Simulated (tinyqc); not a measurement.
MOS inversion layer, Poisson-Schroedinger loop: one step of the calculation.

Electrons confined at an insulator interface at z = 0, treated as a hard wall; parabolic valleys, Hartree approximation, no image or exchange terms. The depletion charge lies far deeper than the electrons and gives a uniform field q Nd/(eps0 eps_r); the gate balances all charge. Energies are counted from the band edge at the interface.

Question. Levels and probability densities. Tridiagonal Hamiltonian with psi = 0 one step beyond both ends: H_ii = C (1/m_(i-1/2) + 1/m_(i+1/2))/hz^2 + V0_i + U_i (+ dE for the set B), H_(i,i+1) = -C/(m_(i+1/2) hz^2), C = hbar^2/(2 m0). The lowest 2 level(s) of each valley set are kept, normalised to hz sum |psi|^2 = 1. The mass is the same on all intervals.

Parameters, values chosen for the exercise; masses and permittivity close to those of silicon (100): mass along z of valley set A (2 valley(s)) mz1 = 0.931 m0; mass along z of valley set B (4 valley(s)) mz2 = 0.189 m0; extra shift of set B (strain) dE = 0.11 eV; mesh step hz = 1 nm.

Constants: q = 1.602176634e-19 C, hbar = 1.054571817e-34 J s, m0 = 9.1093837015e-31 kg, hbar^2/(2 m0) = 0.0380998212 eV nm^2. Results are converted to the units shown.

```
node  fixed potential V0 (eV)  self-consistent potential U at the start (eV)
1                 0.004600456                                              0
2                 0.009200913                                              0
3                 0.013801369                                              0
4                 0.018401825                                              0
5                 0.023002282                                              0
6                 0.027602738                                              0
7                 0.032203194                                              0
8                 0.036803651                                              0
9                 0.041404107                                              0
10                0.046004563                                              0
11                0.050605019                                              0
12                0.055205476                                              0
13                0.059805932                                              0
14                0.064406388                                              0
15                0.069006845                                              0
16                0.073607301                                              0
17                0.078207757                                              0
```

Give: levels; |psi|^2 of A1; |psi|^2 of A2; |psi|^2 of B1; |psi|^2 of B2.

Answer.

levels (eV): A1 0.0221, A2 0.0383, B1 0.1478, B2 0.1768

```
node  |psi|^2 of A1 (1/nm)  |psi|^2 of A2 (1/nm)  |psi|^2 of B1 (1/nm)  |psi|^2 of B2 (1/nm)
1                   0.1021                0.0943                0.0222                0.0241
2                   0.2526                0.1303                0.0746                0.0690
3                   0.2782                0.0250                0.1287                0.0870
4                   0.1984                0.0195                0.1612                0.0623
5                   0.1046                0.1364                0.1646                0.0208
6                   0.0435                0.2123                0.1444                0.0001
7                   0.0149                0.1861                0.1123                0.0171
8                   0.0043                0.1140                0.0789                0.0607
9                   0.0011                0.0534                0.0507                0.1059
10                  0.0002                0.0202                0.0302                0.1320
11                  0.0000                0.0064                0.0167                0.1323
12                  0.0000                0.0017                0.0086                0.1121
13                  0.0000                0.0004                0.0041                0.0821
14                  0.0000                0.0001                0.0018                0.0521
15                  0.0000                0.0000                0.0007                0.0280
16                  0.0000                0.0000                0.0003                0.0117
17                  0.0000                0.0000                0.0001                0.0028
```

tinyqc, about 0.5 s, one thread, Intel Xeon 2.30GHz (shared host): `OMP_NUM_THREADS=1 python tinyqc.py 2160086 2160087 out.jsonl`
